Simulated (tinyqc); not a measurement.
# IGBT as a p-i-n diode in series with a MOS channel, on-state and switching loss: several studies

High injection (n = p) in a drift layer from x = -W/2 (anode) to +W/2 (cathode side), recombination only in the layer with lifetime tau, ideal emitters. The channel feeds the cathode side and carries the whole current. Auger recombination, carrier-carrier scattering, emitter losses and the carrier dip under the p body are left out.

Values chosen for this exercise; material values close to those of silicon:
```
symbol    value        unit                                             meaning
T           400           K                                         temperature
Eg         1.12          eV                                            band gap
Nc      4.37e19       cm^-3              conduction-band density of states at T
Nv      4.06e19       cm^-3                 valence-band density of states at T
mn          743  cm^2/(V s)                                   electron mobility
mp          255  cm^2/(V s)                                       hole mobility
W            60          um                            width of the drift layer
Nd       1.5e14       cm^-3                           doping of the drift layer
tau        0.18          us                             high-injection lifetime
J            30      A/cm^2                                     current density
Rch        0.53   mohm cm^2                 channel and accumulation resistance
Vdc         400           V                                        link voltage
ks         0.05              turn-off energy per stored charge and link voltage
f             5         kHz                                 switching frequency
```

Constants: q = 1.602176634e-19 C, kB = 1.380649e-23 J/K, Vt = kB T/q. Results are converted to the units shown.

Each table varies one quantity; the others keep the values above.

## Effect of the width of the drift layer

b = mn/mp, B = (b - 1)/(b + 1), La = sqrt(2 Vt mn mp tau/(mn + mp)), y = W/(2 La). n(x) = (tau J/(2 q La))[cosh(x/La)/sinh y - B sinh(x/La)/cosh y]. Vm = Vt [(8 b/(b + 1)^2)(sinh y/s) arctan(s sinh y) + B ln((1 + B tanh^2 y)/(1 - B tanh^2 y))], s = sqrt(1 - B^2 tanh^2 y); Vj = Vt ln(n(-W/2) n(W/2)/ni^2), ni = sqrt(Nc Nv) exp(-Eg/(2 Vt)), Eg in volts; Vc = J Rch; Von = Vm + Vj + Vc. Stored charge tau J, turn-off energy Eoff = ks tau J Vdc, loss at half duty 0.5 J Von + f Eoff. A unipolar device on the same layer has Vu = J (W/(q mn Nd) + Rch).

The same in every row: Eoff (mJ/cm^2) = 0.1080.

Effect of the width of the drift layer:

| W (um) | y | Von (V) | Vu (V) | total loss (W/cm^2) |
|---|---|---|---|---|
| 24 | 0.7818 | 0.6347 | 4.048 | 10.06 |
| 31 | 1.010 | 0.6486 | 5.224 | 10.27 |
| 41 | 1.336 | 0.6885 | 6.904 | 10.87 |
| 54 | 1.759 | 0.7778 | 9.088 | 12.21 |
| 70 | 2.280 | 0.9644 | 11.78 | 15.01 |
| 92 | 2.997 | 1.450 | 15.47 | 22.28 |
| 120 | 3.909 | 2.860 | 20.18 | 43.44 |

What does the table show?

As W goes from 24 to 120 um, Von rises from 0.635 to 2.86 V, Eoff stays at 0.108 mJ/cm^2 and the total loss rises from 10.1 to 43.4 W/cm^2. Von is below Vu in 7 of the 7 rows. At W = 120 um the injected density falls below 5 Nd somewhere, so high injection is doubtful.

## Effect of the current density

Same model as above.

The same in every row: y = 1.955.

Effect of the current density:

| J (A/cm^2) | Von (V) | Vu (V) | Eoff (mJ/cm^2) | total loss (W/cm^2) |
|---|---|---|---|---|
| 0.3 | 0.5030 | 0.1010 | 0.001080 | 0.08084 |
| 0.76 | 0.5673 | 0.2558 | 0.002736 | 0.2292 |
| 1.9 | 0.6311 | 0.6394 | 0.006840 | 0.6337 |
| 4.8 | 0.6965 | 1.615 | 0.01728 | 1.758 |
| 12 | 0.7635 | 4.039 | 0.04320 | 4.797 |
| 31 | 0.8390 | 10.43 | 0.1116 | 13.56 |
| 78 | 0.9275 | 26.25 | 0.2808 | 37.58 |
| 200 | 1.057 | 67.31 | 0.7200 | 109.3 |
| 500 | 1.279 | 168.3 | 1.800 | 328.8 |

As J goes from 0.3 to 500 A/cm^2, Von rises from 0.503 to 1.28 V, Eoff rises from 0.00108 to 1.80 mJ/cm^2 and the total loss rises from 0.0808 to 329 W/cm^2. Von is below Vu in 7 of the 9 rows. At low current the junction voltage makes the bipolar device the worse one. For J = 0.3 to 4.8 A/cm^2 the injected density falls below 5 Nd somewhere, so high injection is doubtful. At J = 500 A/cm^2 the density at the anode passes 2e17 cm^-3, where Auger recombination and emitter losses matter.

## Effect of the high-injection lifetime

Same model as above.

The same in every row: Vu (V) = 10.10.

Effect of the high-injection lifetime:

| tau (us) | y | Von (V) | Eoff (mJ/cm^2) | total loss (W/cm^2) |
|---|---|---|---|---|
| 0.059 | 3.414 | 1.901 | 0.03540 | 28.70 |
| 0.096 | 2.676 | 1.168 | 0.05760 | 17.80 |
| 0.16 | 2.073 | 0.8739 | 0.09600 | 13.59 |
| 0.25 | 1.659 | 0.7636 | 0.1500 | 12.20 |
| 0.42 | 1.280 | 0.7091 | 0.2520 | 11.90 |
| 0.68 | 1.006 | 0.6941 | 0.4080 | 12.45 |
| 1.1 | 0.7907 | 0.6974 | 0.6600 | 13.76 |
| 1.8 | 0.6181 | 0.7121 | 1.080 | 16.08 |

What does the table show?

As tau goes from 0.059 to 1.8 us, Von goes from 1.90 through a minimum of 0.694 (at tau = 0.68 us among the rows listed) to 0.712 V, Eoff rises from 0.0354 to 1.08 mJ/cm^2 and the total loss goes from 28.7 through a minimum of 11.9 (at tau = 0.42 us among the rows listed) to 16.1 W/cm^2. Von is below Vu in 8 of the 8 rows. A short lifetime starves the middle of the layer, a long one stores charge, hence the minimum of the loss. At tau = 0.059 us the injected density falls below 5 Nd somewhere, so high injection is doubtful.

Program tinyqc, `OMP_NUM_THREADS=1 python tinyqc.py 2590021 2590022 out.jsonl`; Intel Xeon 2.30GHz, shared host, one thread, about 0.01 s.
